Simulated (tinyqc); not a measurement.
Surface potential of a MOS transistor: implicit equation and explicit approximations: one step of the calculation.

p-type body, charge-sheet picture, depletion and inversion only, full ionisation (an idealisation for deep acceptors), Boltzmann statistics (rough once Na exp(x - xn) passes about Nc/7). In units of Vt: xg = (Vg - Vfb)/Vt, x = psi/Vt, G = gamma/sqrt(Vt), xn = (2 phiF + Vc)/Vt. The implicit equation is (xg - x)^2 = G^2 [x - 1 + exp(x - xn)] for x above about 3. Cox = eps0 eox/tox.

Task. Potential, charges and gate control. psi = Vt x; N_dep = Cox Vt G sqrt(x - 1)/q; N_inv = (Cox Vt G/q) [sqrt(x - 1 + exp(x - xn)) - sqrt(x - 1)]; dpsi/dVg = 1/[1 + G^2 (1 + exp(x - xn))/(2 (xg - x))].

Parameters, values chosen for the exercise; band and dielectric values close to those of silicon:
- T = 350 K (temperature)
- eox = 3.9 (relative permittivity of the gate insulator (close to silicon dioxide))
- tox = 17 nm (insulator thickness)
- Vc = 0.2 V (channel-body voltage)

Constants: q = 1.602176634e-19 C, kB = 1.380649e-23 J/K, Vt = kB T/q, eps0 = 8.8541878128e-14 F/cm where lengths are in cm. Results are converted to the units shown.

converged x = 34.924872
G = 3.2254099
xn = 30.885164
xg = 65.648417

Give: psi; N_dep; N_inv; dpsi/dVg.

Result.

psi = 1.0534 V
N_dep = 7.1835e11 cm^-2
N_inv = 4.5645e11 cm^-2
dpsi/dVg = 0.092700

psi lies 4.0 Vt above 2 phiF + Vc.

Computed by the program tinyqc: `OMP_NUM_THREADS=1 python tinyqc.py 2122140 2122141 out.jsonl`, one thread of a shared Intel Xeon 2.30GHz, about 0.01 s for the whole run.
